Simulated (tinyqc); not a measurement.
Worked calculation: power iteration on a symmetric matrix. One step of it, computed by the program tinyqc.

Problem. Step 2. w = (A - shift) v; v' = w/|w| with its largest component positive (the first on a tie); lambda = v'^T A v'.

A:
```
[[0.309000, -1.061000, 1.033000, 0.938000],
 [-1.061000, 0.589000, 1.167000, 1.348000],
 [1.033000, 1.167000, 1.221000, -1.201000],
 [0.938000, 1.348000, -1.201000, 1.273000]]
```

vector after step 1: [0.310215, 0.508521, 0.551118, 0.584330]

shift = -0.070000

Give: vector after step 2; Rayleigh quotient after step 2.

Solution.

vector after step 2: [0.3239, 0.6692, 0.4302, 0.5120]

Rayleigh quotient after step 2 = 2.0616
